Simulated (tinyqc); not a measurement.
How thick the regions must be: ionisation potential and affinity of a slab from the planar-averaged potential.

A model of the planar-averaged electrostatic energy of an electron in a periodic cell of N1 periods of A (L1 = N1 n1 h) and N2 periods of vacuum (L2 = N2 n2 h), on z_j = j h: V(z) = f VA + (1 - f) VB + F t(z), VA = V1[0] + V1[1] cos(2 pi z/(n1 h)) + V1[2] cos(4 pi z/(n1 h)), VB the same with V2, n2 and z - L1. f = [tanh(z/w) - tanh((z - L1)/w) + tanh((z - L1 - L2)/w)]/2 + 1/2; t(z) = z - L1/2 in A and (L1/L2)(L1 + L2/2 - z) beyond, so that the cell is periodic.

Running mean over n points, periodic: for odd n the plain mean of the n points centred on j; for even n the n + 1 points with half weight at both ends. The macroscopic average applies the mean over n1 points and then over n2 points.

Values chosen for the exercise (gap near that of Si; not measured data): h = 0.3 angstrom (grid step); n1 = 6 (grid points per period of A); n2 = 6 (grid points per period of the vacuum filter); V1 = (-7.38, 4.59, 0.98) eV (mean and two harmonics of the potential in A); V2 = (0, 0, 0) eV (the same in vacuum); w = 0.54 angstrom (width of the interfaces).

N1 = N2 = N, no slope (F = 0); dV is read at j = floor(N n1/2) and N n1 + floor(N n2/2). The exact value is V2[0] - V1[0].

Results:

| N | L1 (angstrom) | dV (eV) | error (meV) |
|---|---|---|---|
| 1 | 1.80 | 3.3894 | -3990.59 |
| 2 | 3.60 | 6.7865 | -593.49 |
| 3 | 5.40 | 7.3486 | -31.38 |
| 4 | 7.20 | 7.3791 | -0.89 |
| 5 | 9.00 | 7.3800 | -0.04 |
| 6 | 10.80 | 7.3800 | 0.00 |

The error is below 10 meV from N = 4 on. The two windows together span 3.60 angstrom and must fit between the interface tails, which fall as exp(-2 z/w); the errors at N = 2, 3 and 4 are -593.49, -31.38 and -0.89 meV.

Run: tinyqc, `OMP_NUM_THREADS=1 python tinyqc.py 1880802 1880803 out.jsonl`; Intel(R) Xeon(R) Processor @ 2.30GHz, one thread, shared host; about 0.01 s of CPU time with all checks.
